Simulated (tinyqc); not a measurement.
Forward curve with series resistance: current of a Schottky diode by thermionic-emission-diffusion theory, and its read-back from I-V-T and C-V data. Computed by tinyqc, a small Python program. Command: `OMP_NUM_THREADS=1 python tinyqc.py 3009802 3009803 out.jsonl schottky walk`. One thread of a shared host (Intel(R) Xeon(R) Processor @ 2.30GHz), about 0.01 s of CPU time with the checks.

Full ionisation, no tunnelling, no recombination current. V is the voltage across the junction itself, forward positive.

Inputs (values chosen for the exercise, modelled on n-type Ga2O3):
```
quantity                                     value           unit
Richardson constant A*                        31.8   A/(cm^2 K^2)
effective density of states at 300 K, N_c  3.8e+18         1/cm^3
permittivity eps                              10.2              -
mobility mu                                    110     cm^2/(V s)
barrier without image force phi_0             1.31             eV
doping N                                   2.7e+16         1/cm^3
series resistance R_s                          1.3  milliohm cm^2
junction voltage V                            0.61              V
temperature T                                  200              K
```

Barrier: uniform.

Constants: k_B = 8.617333262e-05 eV/K; e = 1.602176634e-19 C; eps_0 = 8.8541878128e-12 F/m.

Method:
- N_c(T) = N_c (T/300 K)^(3/2); V_bi = phi_0 - (k_B T/e) ln(N_c(T)/N); surface field F = sqrt(2 e N (V_bi - V - k_B T/e)/(eps eps_0)); image lowering d_phi = sqrt(e F/(4 pi eps eps_0)); effective barrier phi = phi_0 - d_phi.
- Collection velocity v_R = A* T^2/(e N_c(T)); diffusion velocity v_D = mu F; J = e N_c(T) v_R/(1 + v_R/v_D) exp(-phi/k_B T) [exp(e V/k_B T) - 1].
- Terminal voltage V + J R_s; apparent ideality from neighbouring rows, (e/k_B T) dV_terminal/d ln J.

built-in voltage V_bi = 1.23522 V

Forward curve; the last column belongs to the interval up to the next row:
```
V (V)  J (A/cm^2)  terminal voltage (V)  apparent n
0.300  2.7108e-19                0.3000      1.0134
0.417  2.1999e-16                0.4170      1.0153
0.533  1.6655e-13                0.5330      1.0178
0.650  1.3127e-10                0.6500      1.0216
0.767  1.0096e-07                0.7670      1.0276
0.883  7.0590e-05                0.8830      1.0395
1.000  4.8582e-02                1.0001      1.4460
1.120  3.2403e+01                1.1621           -
```

What does the comparison show, and why?

The resistance takes over where J R_s exceeds k_B T/e, at J = 13.3 A/cm^2; the apparent ideality climbs from 1.01 to 1.45, so barrier and n must be read below that current.
